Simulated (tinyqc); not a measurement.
Tight binding, honeycomb lattice, step by step. Computed by tinyqc, a small Python program that keeps every step. Settings: t1 = 2.76, t2 = 0, phi = 1.57, delta = 0.07, points = 7. Command: `OMP_NUM_THREADS=1 python tinyqc.py 30230 30231 out.jsonl` (the two numbers bound the seeds that draw the settings). One thread of a shared host (Intel(R) Xeon(R) Processor @ 2.60GHz), about 0.01 s of CPU time with the checks.

## Bloch Hamiltonian at k

Parameters chosen for this model:
```
parameter     value                        unit
t1         2.760000                 eV, nearest
t2                0       eV, second neighbours
phi        1.570000  rad, phase of t2 (Haldane)
delta      0.070000          eV, +/- on A and B
```

k point k (fractions of the reciprocal vectors): 0.3200  0.4200

H_AB = -t1 (1 + exp(-i k.a1) + exp(-i k.a2)); H_AA = delta - 2 t2 sum cos(k.b + phi), H_BB = -delta - 2 t2 sum cos(k.b - phi), b = a1, a2 - a1, -a2.

H(k) at k (eV):
```
                A               B
A          0.0700  0.8338+3.8270i
B  0.8338-3.8270i         -0.0700
```

## Levels at k

Diagonalise the Hermitian matrix.

eigenvalues (eV): -3.9174  3.9174

weights |c|^2 of the basis functions:
```
   band 1  band 2
A  0.4911  0.5089
B  0.5089  0.4911
```

## Bloch Hamiltonian at K

k point K (fractions of the reciprocal vectors): 0.3333  0.6667

As before.

H(k) at K (eV):
```
        A        B
A  0.0700   0.0000
B  0.0000  -0.0700
```

## Levels at K

As before.

eigenvalues (eV): -0.0700  0.0700

weights |c|^2 of the basis functions:
```
   band 1  band 2
A  0.0000  1.0000
B  1.0000  0.0000
```

## Bands along a path

The same steps at evenly spaced points between the labelled ones.

Bands along the path (eV):
```
k           band 1  band 2
G          -8.2803  8.2803
G-K 0.33   -6.9889  6.9889
G-K 0.67   -3.7192  3.7192
K          -0.0700  0.0700
K-M 0.33   -1.4702  1.4702
K-M 0.67   -2.4281  2.4281
M          -2.7609  2.7609
M-K' 0.33  -2.4281  2.4281
M-K' 0.67  -1.4702  1.4702
K'         -0.0700  0.0700
```

With 1 band(s) filled, the highest filled level on these points lies at K and the lowest empty one at K: a gap of 0.1400 eV, direct.

## Chern number of the lower band

On a 7 x 7 mesh, the phase of the product of overlaps around each plaquette (k1 then k2); the sum over 2 pi is an integer.

plaquette phases (rad):
```
         1        2        3        4        5        6        7
1   0.0000  -0.0006  -0.0023  -0.0039   0.0024   0.0012   0.0004
2   0.0006   0.0000  -0.0016  -0.0154  -0.0211   0.0024   0.0012
3   0.0023   0.0016   0.0000  -0.0146  -2.9656  -0.0211   0.0024
4   0.0039   0.0154   0.0146   0.0000  -0.0146  -0.0154  -0.0039
5  -0.0024   0.0211   2.9656   0.0146   0.0000  -0.0016  -0.0023
6  -0.0012  -0.0024   0.0211   0.0154   0.0016   0.0000  -0.0006
7  -0.0004  -0.0012  -0.0024   0.0039   0.0023   0.0006   0.0000
```

Chern number = 0.0000
